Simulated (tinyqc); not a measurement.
Delta-doped layer in the Thomas-Fermi potential, step by step. Values are carried at full precision from step to step, so a last printed digit may differ when a step is redone from the rounded ones.

All donors ionised in the plane z = 0, zero temperature, energies from the Fermi level EF of the Thomas-Fermi model, which lies at the bulk band edge; c = hbar^2/2m0, q = e^2/(4 pi eps0). Layer in a (001) plane: two valleys with m_z = ml, m_d = mt (unprimed) and four with m_z = mt, m_d = sqrt(ml mt) (primed); m3 = (ml mt^2)^(1/3), gv = 6. With n = (gv/3 pi^2)(m3 (-V)/c)^(3/2) and V'' = -(4 pi q/eps) n for z > 0, the solution is V = -b/(|z| + z0)^4 with sqrt(b) = 20/K, K = (4 pi q/eps)(gv/3 pi^2)(m3/c)^(3/2), and z0^5 = 4b/(e F0), e F0 = 2 pi q N/eps; 1e13/cm^2 = 1e-3/angstrom^2. Exchange and correlation are left out.

Constants: hbar^2/2m0 = 3.80998211 eV angstrom^2; e^2/(4 pi eps0) = 14.39964547 eV angstrom.

Parameters, chosen for this exercise (near those of a delta-doped layer in Si; the results hold for these values, not for the real material): ml = 0.922 m0 (longitudinal mass); mt = 0.187 m0 (transverse mass); eps = 11.9 (dielectric constant); N = 3 x 1e13/cm^2 (donor sheet density).

## The Thomas-Fermi well

Give K, b, e F0, z0 and the depth b/z0^4.

K = 0.074399 eV^(-1/2) angstrom^-2
b = 72264 eV angstrom^4
e F0 = 0.022809 eV/angstrom
z0 = 26.34 angstrom
depth = 0.1502 eV

Half of the electrons lie within |z| < (2^(1/5) - 1) z0 = 3.9 angstrom. The mean donor spacing in the plane is 18.3 angstrom, against a Bohr radius 0.529177 eps/m3 = 19.8 angstrom: the spacing is not small against it, so the smeared sheet is a crude model.

## Profile

V = -b/(|z| + z0)^4, n and the share of electrons beyond |z|, (z0/(|z| + z0))^5, at z = 0, 0.1, 0.25, 0.5, 1 and 2 times z0; n = (eps/(4 pi q)) 20 b/(|z| + z0)^6, q = e^2/(4 pi eps0), 1/angstrom^3 = 1e24/cm^3.

Profile:
```
z (angstrom)   V (eV)  n (1e19/cm^3)  share beyond
0.0           -0.1502           28.5         1.000
2.6           -0.1026           16.1         0.621
6.6           -0.0615           7.46         0.328
13.2          -0.0297           2.50         0.132
26.3          -0.0094          0.445         0.031
52.7          -0.0019         0.0391         0.004
```

## Subbands

Subbands solve -(c/m_z) psi'' + V psi = E psi on 1280 points of spacing z0/80; up to ten levels for each group, kept if bound with an rms width below 2.5 z0.

List the bound levels with their rms width.

Subbands:
```
label  valleys g  m_d (m0)   E (eV)  rms z (angstrom)
0              2    0.1870  -0.0610               7.9
0'             4    0.4152  -0.0325              20.1
1              2    0.1870  -0.0050              34.1
```

The lowest level lies 59 % of the way up the well, and 0' follows 29 meV higher.

## Filling the subbands

At zero temperature n_i = g m_d (mu - E_i)/(2 pi c) for E_i < mu, c = hbar^2/2m0; find mu from sum n_i = N (1e13/cm^2 = 1e-3/angstrom^2).

mu = -0.0028 eV

n_i in the order of the list (1e13/cm^2): [0.910, 2.057, 0.034]

3 subbands filled in part, the lowest with 30 % of the electrons. The potential was built for a Fermi level at 0; filling its quantised levels puts mu 1.9 % of the depth below that, which shows how nearly the two pictures agree. The fullest is 0', with 69 %.

## Estimate from a V-shaped well

Near z = 0 the well is -depth + e F0 |z|, whose levels are a (c (e F0)^2/m_z)^(1/3) with a = 1.018793 (even) and 2.338107 (odd); c = hbar^2/2m0, m_z = ml, for the unprimed levels.

levels 0 and 1 (eV): [-0.0187, 0.1516]

Level 0 comes out 42 meV too high, since screening flattens the true well away from the plane, and level 1 lands above the rim at 0.

## Checks

- Integral of the Thomas-Fermi density against N, 1e13/cm^2: both 3.000.
- Lowest level on a finer grid (z0/200), eV: both -0.061.

tinyqc: `OMP_NUM_THREADS=1 python tinyqc.py 1250907 1250908 out.jsonl`; about 0.1 s, one thread, shared Intel(R) Xeon(R) Processor @ 2.30GHz.
